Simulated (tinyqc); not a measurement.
Inside a calculation. Model: Esaki diode in forward bias, two-band WKB.

tinyqc, about 0.01 s, one thread, Intel Xeon 2.30GHz (shared host): `OMP_NUM_THREADS=1 python tinyqc.py 2620061 2620062 out.jsonl` Printed values are rounded.

Abrupt p-n junction, depletion approximation. Energies E are counted from the conduction-band edge of the neutral n side; its Fermi level lies at dn, that of the p side at dn - V, and the valence-band edge of the neutral p side at Em = dn + dp - V. Tunnelling needs 0 < E < Em. Two-band dispersion with equal masses m: inside the gap kappa = sqrt(m u (1 - u/Eg)/C), u the distance from a band edge, C = hbar^2/(2 m0).

Values chosen for this exercise; band and dielectric values close to those of gallium arsenide:
- T = 300 K (temperature)
- Eg = 1.43 eV (band gap)
- eps_r = 13 (relative permittivity)
- Nc = 4.39e17 cm^-3 (conduction-band density of states at 300 K)
- Nv = 8.89e18 cm^-3 (valence-band density of states at 300 K)
- m = 0.069 m0 (band-edge mass of the two-band model)
- Na = 9.4e19 cm^-3 (acceptor density)
- Nd = 6.9e18 cm^-3 (donor density)
- V = 0.077 V (bias of the p side)
- nE = 11 (points of the energy grid)

Constants: q = 1.602176634e-19 C, kB = 1.380649e-23 J/K, hbar = 1.054571817e-34 J s, h = 6.62607015e-34 J s, m0 = 9.1093837015e-31 kg, Vt = kB T/q, eps0 = 8.8541878128e-14 F/cm where lengths are in cm, hbar^2/(2 m0) = 0.0380998212 eV nm^2. Results are converted to the units shown.

Range of the model: Parabolic densities of states, no band tails and no gap narrowing, all of which matter at such doping.

## Fermi levels and built-in voltage

Nd = Nc F12(dn/Vt), Na = Nv F12(dp/Vt), F12(x) = (2/sqrt(pi)) int_0^infinity sqrt(u)/(1 + exp(u - x)) du; dn = EF - Ec on the n side, dp = Ev - EF on the p side (negative outside the bands); Vbi = Eg + dn + dp.

dn = 0.1932252 eV
dp = 0.1467154 eV
Vbi = 1.769941 V

Boltzmann statistics would give dn = 0.0712 eV and dp = 0.0610 eV. At zero bias the bands of the two sides overlap by dn + dp.

## Width, field and exponent

W = sqrt(2 eps0 eps_r (Vbi - V)(1/Na + 1/Nd)/q), mean field F = (Vbi - V)/W, peak field 2 F. In a uniform field F the exponent is S = pi sqrt(m/C) Eg^1.5/(4 F). Transverse energy Et = C kt^2/m raises it to S (1 + 4 Et/Eg), so T = exp(-S) exp(-Et/Eb) with Eb = Eg/(4 S). KJ = (2 q^2/h) m/(4 pi C) (times 1e14 for A/cm^2 per eV^2).

W = 19.45288 nm
mean field = 0.8702778 MV/cm
S = 20.76821
exp(-S) = 9.560488e-10
Eb = 17.21381 meV
tunnelling length Eg/F = 16.43153 nm

## Current density on a coarse grid

J = KJ exp(-S) Eb times the integral from 0 to Em of [f(E - dn) - f(E - dn + V)] [1 - exp(-min(E, Em - E)/Eb)] dE, f(x) = 1/(1 + exp(x/Vt)), with S and Eb from the mean field; J > 0 flows from p to n. KJ = (2 q^2/h) m/(4 pi C) (times 1e14 for A/cm^2 per eV^2). Simpson's rule on nE equally spaced points from 0 to Em.

```
point     E (eV)  difference of the f  transverse factor
0      0.0000000            0.0104656          0.0000000
1      0.0262941            0.0283579          0.7829219
2      0.0525881            0.0742745          0.9528771
3      0.0788822            0.1789944          0.9897706
4      0.1051762            0.3626368          0.9977794
5      0.1314703            0.5592659          0.9995180
6      0.1577643            0.6306201          0.9977794
7      0.1840584            0.5201141          0.9897706
8      0.2103525            0.3146200          0.9528771
9      0.2366465            0.1477517          0.7829219
10     0.2629406            0.0597495          0.0000000
```

integral = 0.07255909 eV
KJ = 1.116635e9 A/(cm^2 eV^2)
J = 0.001333398 A/cm^2

A converged quadrature gives 0.001333 A/cm^2; this grid is 0.010 % above that in size.
